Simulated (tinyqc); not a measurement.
Inside a calculation. Method: LDA (PW92) atom on a uniform radial grid, spin-unpolarised, for C. Computed by tinyqc, a small Python program that keeps every step. Settings: Z = 6, points = 128, R = 9.5, functional = lda,pw, mixing = 0.6, iteration cap = 85. Command: `OMP_NUM_THREADS=1 python tinyqc.py 21650 21651 out.jsonl` (the two numbers bound the seeds that draw the settings). One thread of a shared host (Intel(R) Xeon(R) Processor @ 2.60GHz), about 0.1 s of CPU time with the checks. Later iterations appear only in the table of the cycle.

## Iteration 1

Spherical atom on a uniform radial grid r_j = j h with h = R/(N + 1), h sum u^2 = 1 and integrals as h times sums, u(0) = u(R) = 0 (atomic units):
```
parameter           value
Z                       6
points N              128
R                9.500000
h                0.073643
mixing           0.600000
electrons in 1s         2
electrons in 2s         2
electrons in 2p         2
```

Three-point differences turn -u''/2 + [l(l+1)/2r^2 - Z/r + V] u = e u into a tridiagonal matrix (diagonal 1/h^2 + potential, off-diagonal -1/2h^2). D = sum f u^2; the Hartree potential y/r solves y'' = -D/r with y(0) = 0, y(R) = N_e; v_xc comes from rho = D/(4 pi r^2); E = sum f e - int D V + int D (V_H/2 + eps_xc); V(new) = V + mixing (V_H + v_xc - V).

eigenvalues (hartree): 1s -17.197967, 2s -4.446389, 2p -4.518855

Every 8th grid point:
```
r             V in     u(1s)      u(2s)     u(2p)         D       V_H       v_xc
0.589147  0.000000  0.536974  -0.778866  1.071161  4.084716  8.097508  -1.042333
1.178295  0.000000  0.034819  -0.911255  0.723303  2.709530  4.950889  -0.593326
1.767442  0.000000  0.001693  -0.403374  0.276046  0.477829  3.386838  -0.271728
2.356589  0.000000  0.000073  -0.131628  0.083403  0.048564  2.545669  -0.115130
2.945736  0.000000  2.97e-06  -0.036826  0.022171  0.003695  2.036825  -0.046618
3.534884  0.000000  1.15e-07  -0.009385  0.005435  0.000235  1.697368  -0.018048
4.124031  0.000000  4.37e-09  -0.002246  0.001260  0.000013  1.454887  -0.006692
4.713178  0.000000  1.62e-10  -0.000514  0.000280  6.85e-07  1.273026  -0.002392
5.302326  0.000000         0  -0.000114  0.000060  3.31e-08  1.131579  -0.000831
5.891473  0.000000         0  -0.000024  0.000013  1.52e-09  1.018421  -0.000283
6.480620  0.000000         0  -0.000005  2.63e-06  6.69e-11  0.925837  -0.000095
7.069767  0.000000         0  -1.07e-06  5.33e-07         0  0.848684  -0.000031
7.658915  0.000000         0  -2.18e-07  1.07e-07         0  0.783401   0.000000
8.248062  0.000000         0  -4.38e-08  2.11e-08         0  0.727444   0.000000
8.837209  0.000000         0  -8.52e-09  4.03e-09         0  0.678947   0.000000
9.426357  0.000000         0  -5.77e-10  2.70e-10         0  0.636513   0.000000
```

total energy = -32.42543002 hartree

## Iteration 2

As before.

eigenvalues (hartree): 1s -10.979396, 2s -1.484783, 2p -1.218557

Every 8th grid point:
```
r             V in     u(1s)      u(2s)     u(2p)         D       V_H       v_xc
0.589147  4.233105  0.620645  -0.452247  0.704301  2.171535  6.912409  -0.853999
1.178295  2.614538  0.061184  -0.886612  0.820869  2.927302  4.564023  -0.607758
1.767442  1.869066  0.004929  -0.662089  0.599245  1.594961  3.305673  -0.392282
2.356589  1.458323  0.000368  -0.380759  0.363614  0.554386  2.531277  -0.238834
2.945736  1.194124  0.000027  -0.193635  0.200028  0.155012  2.034418  -0.142500
3.534884  1.007592  1.86e-06  -0.091788  0.103673  0.038346  1.696973  -0.084235
4.124031  0.868917  1.29e-07  -0.041587  0.051633  0.008791  1.454823  -0.049415
4.713178  0.762381  8.85e-09  -0.018257  0.024988  0.001915  1.273016  -0.028753
5.302326  0.678449  6.02e-10  -0.007829  0.011831  0.000403  1.131577  -0.016588
5.891473  0.610883  4.07e-11  -0.003296  0.005506  0.000082  1.018421  -0.009491
6.480620  0.555446         0  -0.001368  0.002526  0.000017  0.925837  -0.005389
7.069767  0.509192         0  -0.000561  0.001144  3.25e-06  0.848684  -0.003038
7.658915  0.470040         0  -0.000227  0.000511  6.26e-07  0.783401  -0.001699
8.248062  0.436466         0  -0.000090  0.000222  1.15e-07  0.727444  -0.000934
8.837209  0.407368         0  -0.000032  0.000085  1.66e-08  0.678947  -0.000475
9.426357  0.381908         0  -3.00e-06  0.000008  1.55e-10  0.636513  -0.000098
```

total energy = -35.57072574 hartree

## Convergence

Stop when input and output potentials agree to 1e-7.

Course of the cycle (hartree):
```
iteration             E       e(1s)      e(2s)      e(2p)  largest |V(out) - V(in)|
1          -32.42543002  -17.197967  -4.446389  -4.518855                  1.29e+01
2          -35.57072574  -10.979396  -1.484783  -1.218557                  2.92e+00
3          -35.84010050   -9.537906  -0.730218  -0.449505                  4.22e-01
4          -35.84482222   -9.331804  -0.559412  -0.284068                  9.52e-02
5          -35.84514852   -9.294490  -0.509591  -0.236273                  3.70e-02
6          -35.84520136   -9.278368  -0.490177  -0.217650                  1.41e-02
7          -35.84520981   -9.272146  -0.482874  -0.210648                  5.37e-03
8          -35.84521116   -9.269660  -0.480101  -0.207988                  2.07e-03
9          -35.84521138   -9.268676  -0.479052  -0.206981                  8.21e-04
10         -35.84521141   -9.268287  -0.478656  -0.206601                  3.23e-04
11         -35.84521142   -9.268133  -0.478507  -0.206457                  1.27e-04
12         -35.84521142   -9.268073  -0.478451  -0.206403                  4.97e-05
13         -35.84521142   -9.268049  -0.478430  -0.206383                  1.94e-05
14         -35.84521142   -9.268040  -0.478422  -0.206376                  7.54e-06
15         -35.84521142   -9.268036  -0.478419  -0.206373                  2.93e-06
16         -35.84521142   -9.268035  -0.478418  -0.206372                  1.13e-06
17         -35.84521142   -9.268034  -0.478418  -0.206372                  4.36e-07
18         -35.84521142   -9.268034  -0.478417  -0.206371                  1.68e-07
19         -35.84521142   -9.268034  -0.478417  -0.206371                  6.41e-08
```

Converged in 19 iterations. A uniform grid resolves the cusp poorly: for a bare nucleus this grid gives 1s at -17.19797 against -Z^2/2 = -18 hartree. Before convergence this energy mixes input and output and is not variational, so it may rise towards its limit.
